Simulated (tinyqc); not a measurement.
Schottky barrier with interface states (Cowley-Sze model), image lowering and contact resistance: one step, computed by the program tinyqc. Command: `OMP_NUM_THREADS=1 python tinyqc.py 3011626 3011627 out.jsonl pinning walk`. One thread of a shared host (Intel(R) Xeon(R) Processor @ 2.30GHz), about 0.01 s of CPU time with the checks.

An n-type semiconductor under a metal. The barrier lies between the Schottky-Mott limit phi_M - chi and the Bardeen limit E_g - E_n, E_n being the neutrality level of the interface states; the space-charge term of the full Cowley-Sze expression is left out.

Task: Depletion layer and image lowering under reverse bias. N_c = 2 M_c (2 pi m_e k_B T/h^2)^(3/2); xi = E_c - E_F solves N = N_c F_1/2(-xi/k_B T) (bisection; full ionisation). F_1/2(eta) = (2/sqrt(pi)) int_0^infinity sqrt(x)/(1 + exp(x - eta)) dx, by the trapezoid rule in t = sqrt(x) with step 0.02 up to t = 12 (for eta < -12 by exp(eta) - exp(2 eta)/2^(3/2)). V_bi = phi_B - xi; W = sqrt(2 eps_s eps_0 (V_bi + V_r - k_B T/e)/(e N)); field at the metal E_m = e N W/(eps_s eps_0); image lowering sqrt(e E_m/(4 pi eps_s eps_0)).

Inputs (values chosen for the exercise, with gap, mass and screening modelled on GaN):
```
quantity                     value   unit
dielectric constant eps_s     9.61      -
electron mass m_e            0.195    m_0
valleys M_c                      1      -
donor density N            4.8e+16  cm^-3
temperature T                  200      K
reverse bias V_r               4.1      V
```

Pinning factor from: Moench relation.

barrier phi_B = 1.236364 eV

Constants: k_B = 8.617333262e-05 eV/K; m_0 = 9.1093837015e-31 kg; k_B = 1.380649e-23 J/K; h = 6.62607015e-34 J s; eps_0 = 8.8541878128e-12 F/m; e = 1.602176634e-19 C.

Give: N_c; xi; built-in voltage V_bi; depletion width W; field E_m; image lowering.

Result:

N_c = 1.176e+18 cm^-3

xi = 0.05488 eV

built-in voltage V_bi = 1.181 V

depletion width W = 341.3 nm

field E_m = 3.085e+05 V/cm

image lowering = 0.06799 eV
